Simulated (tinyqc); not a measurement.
Dopant series: competing polymorphs of an oxide film: bulk, surface, grain-boundary, dopant and field terms. Computed by tinyqc, a small Python program. Command: `OMP_NUM_THREADS=1 python tinyqc.py 3006042 3006043 out.jsonl polymorph walk`. One thread of a shared host (Intel(R) Xeon(R) Processor @ 2.30GHz), about 0.01 s of CPU time with the checks.

Phases: monoclinic m (reference), polar orthorhombic o, tetragonal t. Free energies per formula unit (f.u.); 1 J/m^2 x angstrom^3/nm = 6.241509 meV.

Inputs (values chosen for the exercise, for a model oxide): energy of the polar phase o over m = 63.5 meV/f.u.; energy of the tetragonal phase t over m = 126 meV/f.u.; entropy of o over m = 0.0043 meV/(f.u. K); entropy of t over m = 0.047 meV/(f.u. K); surface energy of m = 2.74 J/m^2; surface energy of o = 1.96 J/m^2; surface energy of t = 1.84 J/m^2; grain-boundary energy over surface energy = 0.55; volume per formula unit Omega = 34.5 angstrom^3; film thickness h = 6.6 nm; grain radius R = 22 nm; temperature T = 300 K; shift of o per % of dopant = -3.6 meV/f.u.; shift of t per % of dopant = -13 meV/f.u.; width sigma of ln R = 0.46; interlayer thickness (SiO2) = 1.2 nm.

Geometry: columnar grains in a film.

permittivities of m, o, t: [20, 24, 36]

Method:
- Bulk term b = H - T S + (shift) x, zero for m.
- With G = b + gamma Omega A (b the bulk free energy per formula unit, A the area per volume), two phases i, j cross at A_ij = (b_j - b_i)/(Omega (gamma_i - gamma_j)); o has a window only if A_mo < A_ot.
- Grain radii are log-normal by volume with median R and width sigma; the share with A above A* is that with radius below R*, R* = f_b/(A* - 2/h) (all grains if A* <= 2/h), share = (1/2) erfc[-ln(R*/R)/(sqrt 2 sigma)]. Effective permittivity of a layer of thickness h built of such grains, taken in parallel: sum of share x eps; EOT = interlayer + 3.9 h/eps.

Against dopant content:
```
x (%)  A_mo (1/nm)  A_ot (1/nm)  share m  share o  share t
0.0        0.37039       1.9230  0.98441  0.01559   0.0000
1.0        0.34895       1.5592  0.90691  0.09309   0.0000
2.0        0.32752       1.1954  0.48213  0.51787   0.0000
3.0        0.30609       0.8317  0.00000  1.00000   0.0000
4.0        0.28465       0.4679  0.00000  0.99998   0.0000
5.0        0.26322       0.1041  0.00000  0.00000   1.0000
6.5        0.23107      -0.4416  0.00000  0.00000   1.0000
8.0        0.19892      -0.9872  0.00000  0.00000   1.0000
10.0       0.15605      -1.7148  0.00000  0.00000   1.0000
```

What does the comparison show, and why?

The dopant lowers t by 13 and o by 3.6 meV per %, so A_ot falls faster than A_mo. The share of o peaks at x = 3 % (1.00): a doping window between m and t. t holds the majority from x = 5 % on.

Extremes, crossings and ranges named in words are read from the listed rows.
